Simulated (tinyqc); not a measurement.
Inside a calculation. Model: six-transistor SRAM cell, nodal equations and margins.

Program tinyqc, `OMP_NUM_THREADS=1 python tinyqc.py 2340116 2340117 out.jsonl`; Intel Xeon 2.30GHz, shared host, one thread, about 0.2 s. Printed values are rounded.

Two cross-coupled inverters (pull-down bn, pull-up bp) hold the nodes Q and QB; access transistors (ba, threshold VTn, gate on the word line at Vdd when selected) join them to the bit lines. Transistor (EKV form, voltages against the body): I = 2 n b Vt^2 [F(vp - Vs) - F(vp - Vd)] from drain to source, F(v) = ln^2(1 + exp(v/(2 Vt))), vp = (Vg - VT + sg |Vd - Vs|)/n. n-channel bodies are at 0; for the p-channel device all voltages are counted down from Vdd. b in uA/V^2 gives I in uA. For an access transistor the bit line is the drain and the node the source. In a read both bit lines are at Vdd. The cell is symmetric (no mismatch).

Parameters, values chosen for the exercise: temperature T = 325 K; supply voltage Vdd = 0.6 V; slope factor n = 1.17; drain-induced barrier lowering sg = 0.111; n-channel threshold VTn = 0.36 V; p-channel threshold (magnitude) VTp = 0.34 V; gain factor of the pull-down transistor bn = 180 uA/V^2; gain factor of the access transistor ba = 150 uA/V^2; gain factor of the pull-up transistor bp = 51 uA/V^2.

Constants: q = 1.602176634e-19 C, kB = 1.380649e-23 J/K, Vt = kB T/q. Results are converted to the units shown.

## Iteration 1: node voltages in a read by Newton steps

(Q, QB) at the start (V): Q 0.000000, QB 0.600000

F1 = In(gate QB, drain Q) - Ip(gate QB, drain Q) - Ia(bit line, Q), F2 the same with Q and QB exchanged; J by central differences with +/- 1e-6 V; solve J d = -F, limit each component to +/- 0.15 V and add.

F1, F2 (uA): -6.04974  0.00004

J (uS):
```
          Q       QB
F1  92.3984   0.0007
F2   0.0013  13.0754
```

(Q, QB) after iteration 1 (V): Q 0.065475, QB 0.599990

## Iteration 2: node voltages in a read by Newton steps

As before.

F1, F2 (uA): -0.846817  0.000213

J (uS):
```
          Q       QB
F1  66.4882  12.2937
F2   0.0097   9.5957
```

(Q, QB) after iteration 2 (V): Q 0.078217, QB 0.599955

## Course of the iteration: node voltages in a read by Newton steps

Stop when the largest change of (Q, QB) is below 1e-9 V, or after 30 iterations. The rule counts as met only at the stable state with Q low.

Course of the iteration:
```
iteration      Q (V)  largest |change| of one entry (V)
1          0.0654746                             0.0655
2          0.0782174                             0.0127
3          0.0787444                            5.27e-4
4          0.0787453                            9.14e-7
5          0.0787453                           2.82e-12
```

Converged in 5 iterations. At the end the number of correct digits about doubles with each step.

## Read current and disturbance

(Q, QB) (V): Q 0.0787453, QB 0.599949

Iread = Ia(bit line at Vdd, source Q); cell ratio bn/ba; time to pull a bit line of 20 fF down by 0.1 V at that current.

Iread = 2.78685 uA
cell ratio = 1.2
time = 717.656 ps

The read lifts the low node to 78.7 mV, against a balance point of 293 mV.

## The largest square in the read butterfly

c, point 0 to 6 (V): 0.099  0.17  0.23  0.28  0.33  0.36  0.4

f(x) is the node voltage of one half-cell in a read for input x (In - Ip - Ia = 0). Static noise margin: side of the largest square between the curve (x, f(x)) and its mirror image (f(y), y); with h(c) the root x of f(x) - x = c, it is the maximum over c > 0 of h(c) - h(-c) + c.

```
point  h(c) (V)  h(-c) (V)  side (V)
0      0.275072   0.335292  0.038780
1      0.267449   0.374150  0.063299
2      0.260756   0.408210  0.082545
3      0.253219   0.436991  0.096228
4      0.239424   0.466466  0.102958
5      0.224809   0.484817  0.099992
6      0.195641   0.510536  0.085104
```

The maximum over c is 103.0 mV, the read margin; with the word line off (no Ia) the same construction gives 227.5 mV.
